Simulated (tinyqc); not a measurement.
Inside a calculation. Model: capacitance measurement on a leaky thin oxide: effects of series resistance and leakage.

tinyqc, about 0.01 s, one thread, Intel Xeon 2.30GHz (shared host): `OMP_NUM_THREADS=1 python tinyqc.py 2022155 2022156 out.jsonl` Printed values are rounded.

The device is a capacitance C in parallel with a leakage conductance G, in series with Rs and Ls. An impedance meter reports either a parallel pair (Cp, Gp) from Y = 1/Z = Gp + i w Cp or a series pair (Cs, Rm) from Z = Rm + 1/(i w Cs); w = 2 pi f, dissipation D = Gp/(w |Cp|).

Values chosen for this exercise; values of the order met in thin-oxide MOS capacitors:

| symbol | value | unit | meaning |
|---|---|---|---|
| eox | 3.9 |  | relative permittivity of the gate insulator (close to silicon dioxide) |
| tox | 1.3 | nm | insulator thickness |
| A | 2500 | um^2 | gate area |
| zc | 0.37 | nm | oxide-equivalent thickness added by the accumulation layer |
| zp | 0.26 | nm | oxide-equivalent thickness added by gate depletion |
| Jg | 0.00016 | A/cm^2 | gate leakage current density, not matched to the thickness |
| Vs | 0.19 | V | voltage for an e-fold rise of the leakage |
| Rs | 6.6 | ohm | series resistance |
| Ls | 0 | nH | series inductance |
| f | 1e5 | Hz | measuring frequency |

Constants: eps0 = 8.8541878128e-14 F/cm where lengths are in cm. Results are converted to the units shown.

## True capacitance and conductance

EOT = 3.9 tox/eox; CET = EOT + zc + zp; C = 3.9 eps0 A/CET; G = Jg A/Vs.

EOT = 1.3 nm
CET = 1.93 nm
C = 44.7297 pF
G = 0.0210526 uS

## What the meter reports

Z = Rs + i w Ls + 1/(G + i w C).

Z = (0.00333-3.55815i) x 1e4 ohm
Cp = 44.7297 pF
Gp = 0.0262657 uS
Cs = 44.7297 pF
D = 9.34574e-4

Cp is within 0.01 % of C and Cs is within 0.01 % of it; G Rs = 1.39e-7, w C Rs = 1.85e-4 and G/(w C) = 7.49e-4.
